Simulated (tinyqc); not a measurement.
# Heated strip on a layer stack, thermal resistances with spreading, step by step

Numbers from tinyqc (`OMP_NUM_THREADS=1 python tinyqc.py 2520057 2520058 out.jsonl`; about 0.01 s on one thread of a shared Intel Xeon 2.30GHz). Printed values are rounded.

A long strip of width ws dissipates Pw per length on three layers over a heat sink. Heat is taken to spread at 45 degrees, so the width of the flow grows by twice the depth: w1 = ws + 2 t1, w2 = w1 + 2 t2, w3 = w2 + 2 t3 at the bottoms of the layers. This is a rule of thumb, not a solution of the heat equation.

Values chosen for this exercise; conductivities close to those of gallium nitride (layer 1), diamond (layer 2) and solder (layer 3): heat-sink temperature T0 = 323 K; width of the heated strip ws = 6 um; power per length of the strip Pw = 0.82 W/mm; thickness of layer 1 t1 = 1.1 um; conductivity of layer 1 k1 = 171 W/(m K); boundary resistance between layers 1 and 2 Rb = 15 m^2 K/GW; thickness of layer 2 t2 = 100 um; conductivity of layer 2 at 300 K k2 = 1880 W/(m K); exponent in k2(T) = k2 (300 K/T)^p p = 0.9; thickness of layer 3 t3 = 10 um; conductivity of layer 3 k3 = 60.5 W/(m K).

## Thermal resistances

Resistances times length: layer i, ln(w_i/w_(i-1))/(2 k_i) with w0 = ws; boundary, Rb/w1.

resistance times length (K mm/W): layer 1 0.913376, boundary 1.82927, layer 2 0.860203, layer 3 0.758044

The largest part, 41.9 % of the sum, is the boundary.

## Temperatures

From the sink upward: Ta = T0 + Pw R3; across layer 2 the Kirchhoff transform gives Tb^(1-p) = Ta^(1-p) + (1 - p)(300 K)^(-p) Pw R2; Tc = Tb + Pw Rboundary; Tj = Tc + Pw R1. With constant k2, Tj would be T0 + Pw times the sum of the resistances.

temperatures (K): Ta 323.622, Tb 324.378, Tc 325.878, Tj 326.627
Tj with constant k2 = 326.576 K

The rise Tj - T0 is 3.63 K, 1.4 % above the value for constant k2.
